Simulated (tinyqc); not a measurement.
# Worked calculation: long-channel MOSFET, surface-potential model

Program tinyqc, `OMP_NUM_THREADS=1 python tinyqc.py 2360117 2360118 out.jsonl`; Intel Xeon 2.30GHz, shared host, one thread, about 0.05 s. Printed values are rounded.

n-channel transistor on a uniformly doped p-type body, gradual-channel approximation, constant mobility, Boltzmann statistics, full ionisation. Potentials are counted from the neutral body; V is the electron quasi-Fermi potential, Vsb at the source and Vsb + Vds at the drain. Charges are magnitudes per area.

Inputs (values chosen for the exercise); material values close to those of silicon: temperature T = 400 K; band gap Eg = 1.11 eV; relative permittivity of the semiconductor eps_r = 11.9; conduction-band density of states at T Nc = 4.26e19 cm^-3; valence-band density of states at T Nv = 4.1e19 cm^-3; acceptor density of the body Na = 3.9e17 cm^-3; relative permittivity of the gate insulator eox = 8.76; insulator thickness tox = 8.5 nm; flat-band voltage Vfb = -0.91 V; channel mobility mu = 250 cm^2/(V s); gate width W = 10 um; gate length L = 1 um; source-body reverse bias Vsb = 0 V; gate-source voltage Vgs = 0.2 V; drain-source voltage Vds = 1.2 V.

Constants: q = 1.602176634e-19 C, kB = 1.380649e-23 J/K, Vt = kB T/q, eps0 = 8.8541878128e-14 F/cm where lengths are in cm. Results are converted to the units shown.

## Body potential, insulator capacitance and body factor

ni = sqrt(Nc Nv) exp(-Eg/(2 Vt)), Eg in volts; phiF = Vt ln(Na/ni); Cox = eps0 eox/tox; gamma = sqrt(2 q eps0 eps_r Na)/Cox. VT = Vfb + 2 phiF + gamma sqrt(2 phiF + Vsb), m = 1 + gamma/(2 sqrt(2 phiF + Vsb)).

ni = 4.250152e12 cm^-3
phiF = 0.3938792 V
Cox = 0.9125022 uF/cm^2
gamma = 0.3976641 V^0.5
VT = 0.2307083 V
m = 1.224022

## Iteration 1: surface potential at the source by Newton steps

psi at the start (2 phiF + Vsb) = 0.7877580 V

With V = Vsb: G = psi - Vt + Vt e, e = exp((psi - 2 phiF - Vsb)/Vt); f = Vgs + Vsb - Vfb - psi - gamma sqrt(G); f' = -1 - gamma (1 + e)/(2 sqrt(G)); psi(new) = psi - f/f'.

G = 0.7877575 V
f = -0.03070761 V
f' = -1.448040
psi after iteration 1 = 0.7665517 V

## Iteration 2: surface potential at the source by Newton steps

As before.

G = 0.7507135 V
f = -0.001102690 V
f' = -1.353520
psi after iteration 2 = 0.7657370 V

## Course of the iteration: surface potential at the source by Newton steps

Stop when psi changes by less than 1e-10 V, or after 40 iterations.

Course of the iteration:
```
iteration    psi (V)  |change| (V)
1          0.7665517        0.0212
2          0.7657370       8.15e-4
3          0.7657362       7.89e-7
4          0.7657362      7.27e-13
```

Converged in 4 iterations. At the end the number of correct digits about doubles with each step.

## Charges and current of the charge-sheet model

psi_0 = 0.7657362 V
psi_L = 0.7691484 V

psi_0 and psi_L solve Vgs + Vsb - Vfb - psi = gamma sqrt(G) at V = Vsb and Vsb + Vds. Qi = Cox gamma [sqrt(G) - sqrt(psi - Vt)], G = psi - Vt + Vt exp((psi - 2 phiF - V)/Vt), at both ends. With U = Vgs + Vsb - Vfb: drift = mu (W/L) Cox [U (psi_L - psi_0) - (psi_L^2 - psi_0^2)/2 - (2/3) gamma ((psi_L - Vt)^1.5 - (psi_0 - Vt)^1.5)]; diffusion = mu (W/L) Vt (Qi0 - QiL).

Qi0 = 3.836807 nC/cm^2
QiL = 3.230677e-15 nC/cm^2
drift current = 0.01636394 uA
diffusion current = 0.3306304 uA
drain current = 0.3469944 uA

Drift carries 4.72 % of the current. The drain end is pinched off: its charge is under 1 % of that at the source.

## Inversion charge along the channel

V, point 0 to 10 (V): [0, 0.12, 0.24, 0.36, 0.48, 0.6, 0.72, 0.84, 0.96, 1.08, 1.2]

The surface potential psi at channel potential V solves Vgs + Vsb - Vfb - psi = gamma sqrt(G), G = psi - Vt + Vt exp((psi - 2 phiF - V)/Vt). Charge sheet: Qi = Cox gamma [sqrt(G) - sqrt(psi - Vt)]. Pao-Sah: Qi = (Cox gamma/2) integral from 3 Vt to psi of exp((u - 2 phiF - V)/Vt)/sqrt(G(u, V)) du.

```
point    psi (V)  Qi, charge sheet (nC/cm^2)  Qi, Pao-Sah (nC/cm^2)
0      0.7657362                    3.836807               3.934254
1      0.7690325                   0.1303697              0.1336741
2      0.7691449                 0.004024522            0.004126521
3      0.7691483                 1.238301e-4            1.269685e-4
4      0.7691484                 3.809730e-6            3.906285e-6
5      0.7691484                 1.172089e-7            1.201795e-7
6      0.7691484                 3.606013e-9            3.697406e-9
7      0.7691484                1.109415e-10           1.137532e-10
8      0.7691484                3.413189e-12           3.499695e-12
9      0.7691484                1.050091e-13           1.076705e-13
10     0.7691484                3.230677e-15           3.312556e-15
```

At the source the charge-sheet charge is 2.5 % below the Pao-Sah one.

## Pao-Sah current by Simpson's rule

I = mu (W/L) integral of Qi dV; Simpson's rule on the 11 points, step Vds/10, weights 1, 4, 2, ..., 4, 1 times step/3.

Pao-Sah current = 0.4477720 uA

Gauss-Legendre quadrature on many points gives 0.3564 uA, so this value is 26 % above it; the charge-sheet current, 0.3470 uA, is 2.7 % below it.
